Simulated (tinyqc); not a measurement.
Charge stability of a double quantum dot, constant-interaction model with a charge sensor: one step of the calculation.

Capacitance matrix C = [[C1, -Cm], [-Cm, C2]], C1 = G1 + X1 + Cm + L1, C2 = G2 + X2 + Cm + L2. Gate charges n1 = (G1 V1 + X1 V2)/q, n2 = (X2 V1 + G2 V2)/q. The state (N1, N2) has U = (1/2) d^T E d with d = (N1 - n1, N2 - n2) and E = q^2 C^(-1). Leads at 0 V; no tunnel coupling, spin or level spacing. The sensor reads s1 <N1> + s2 <N2>.

Task. Triple points. The states (0,0), (1,0), (0,1) meet where E n = (EC1/2, EC2/2), and (1,1), (1,0), (0,1) where E n = (EC1/2 + ECm, EC2/2 + ECm); the gate voltages follow from n.

Values chosen for this exercise: gate 1 to dot 1 G1 = 1.8 aF; gate 2 to dot 2 G2 = 1.3 aF; gate 2 to dot 1 X1 = 0.28 aF; gate 1 to dot 2 X2 = 0.094 aF.

Constants: q = 1.602176634e-19 C. Results are converted to the units shown.

E (meV):
```
           1          2
1  12.693699   1.927755
2   1.927755  14.605579
```

Find: gate charges; gate voltages; distance between the points.

Result.

gate charges:
```
                     n1       n2
electron point  0.43274  0.44288
hole point      0.56726  0.55712
```

gate voltages (mV):
```
                    V1      V2
electron point  30.369  52.387
hole point      40.264  65.750
```

distance between the points = 16.628 mV

The line between the two points is the (1,0)-(0,1) transition, where an electron moves from dot to dot.

Numbers from tinyqc (`OMP_NUM_THREADS=1 python tinyqc.py 2470041 2470042 out.jsonl`; about 0.01 s on one thread of a shared Intel Xeon 2.30GHz).
